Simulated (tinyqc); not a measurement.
Mobility of a non-polar semiconductor in the relaxation-time approximation: one step, computed by the program tinyqc.

Each valley is treated as a sphere of mass m_d for states and rates, with one isotropic relaxation time; the conductivity mass m_c sets the current.

Question. Fermi level and screening. Parabolic band: E = hbar^2 k^2/(2 m), speed v = hbar k/m, states per spin, volume and energy g(E) = m k/(2 pi^2 hbar^2). Here m = m_d. Masses are multiplied by m_0 and all formulas are in SI units. The reduced Fermi level eta = E_F/(k_B T) solves n = 2 Z int g f dE with f = 1/(1 + exp(x - eta)) (Z = 1 unless valleys are given); screening length L_s = sqrt(eps_s eps_0 k_B T/(e^2 dn/deta)), dn/deta = 2 Z int g f (1 - f) dE. Integrals over x = E/(k_B T) use 160 Gauss-Legendre points in u = sqrt(x) from 0 to sqrt(max(eta, 0) + 32).

Inputs (values chosen for the exercise, modelled on electrons in germanium):

| quantity | value | unit |
|---|---|---|
| equivalent valleys Z | 4 | - |
| static permittivity eps_s | 16 | - |
| carrier density n | 2.8e+16 | 1/cm^3 |
| temperature T | 77 | K |

Band: parabolic. Impurity formula: Conwell-Weisskopf. Further scattering: neutral impurities.

density-of-states mass m_d = 0.2163652 m_0

Constants: k_B = 8.617333262e-05 eV/K; m_0 = 9.1093837015e-31 kg; e = 1.602176634e-19 C; hbar = 1.054571817e-34 J s; eps_0 = 8.8541878128e-12 F/m; k_B = 1.380649e-23 J/K.

Give: reduced Fermi level eta; screening length L_s.

Answer.

reduced Fermi level eta = -3.841

screening length L_s = 14.53 nm

The gas is non-degenerate (eta < -2), and L_s is close to the Debye length.
